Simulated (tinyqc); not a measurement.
Inside a calculation. Method: UHF in the 3-21g basis, for H-, spin multiplicity 1. The basis has no diffuse functions, so it cannot describe the extra electron: this is an exercise in the method, not the real anion. One step of it, computed by the program tinyqc.

Question. Iteration 2: diagonalisation and new density. Diagonalise F' = X^T F X, C = X C', fill 1 alpha and 1 beta electrons from the bottom; D(s) = C_occ C_occ^T. Each column has its largest component positive (the first on a tie).

extrapolated F(alpha) (hartree):
```
           1H 1s      1H 2s
1H 1s   0.683369  -0.156108
1H 2s  -0.156108   0.098750
```

extrapolated F(beta) (hartree):
```
           1H 1s      1H 2s
1H 1s   0.816090  -0.080004
1H 2s  -0.080004   0.115788
```

X:
```
           1H 1s      1H 2s
1H 1s   1.229980  -0.450512
1H 2s  -0.450512   1.229980
```

Give: F' = X^T F X; orbital energies; coefficients C; F' = X^T F X; orbital energies; coefficients C; D(alpha) after iteration 2; D(beta) after iteration 2.

Answer.

F' = X^T F X (alpha) (hartree):
```
         1        2
1   1.2269  -0.7012
2  -0.7012   0.4611
```

orbital energies (alpha) (hartree): MO1 0.0450, MO2 1.6430

coefficients C (alpha):
```
          MO1      MO2
1H 1s  0.2402   1.2877
1H 2s  0.8279  -1.0151
```

F' = X^T F X (beta) (hartree):
```
         1        2
1   1.3468  -0.6536
2  -0.6536   0.4295
```

orbital energies (beta) (hartree): MO1 0.0896, MO2 1.6866

coefficients C (beta):
```
          MO1      MO2
1H 1s  0.1677   1.2991
1H 2s  0.8835  -0.9671
```

D(alpha) after iteration 2:
```
        1H 1s   1H 2s
1H 1s  0.0577  0.1989
1H 2s  0.1989  0.6854
```

D(beta) after iteration 2:
```
        1H 1s   1H 2s
1H 1s  0.0281  0.1481
1H 2s  0.1481  0.7805
```
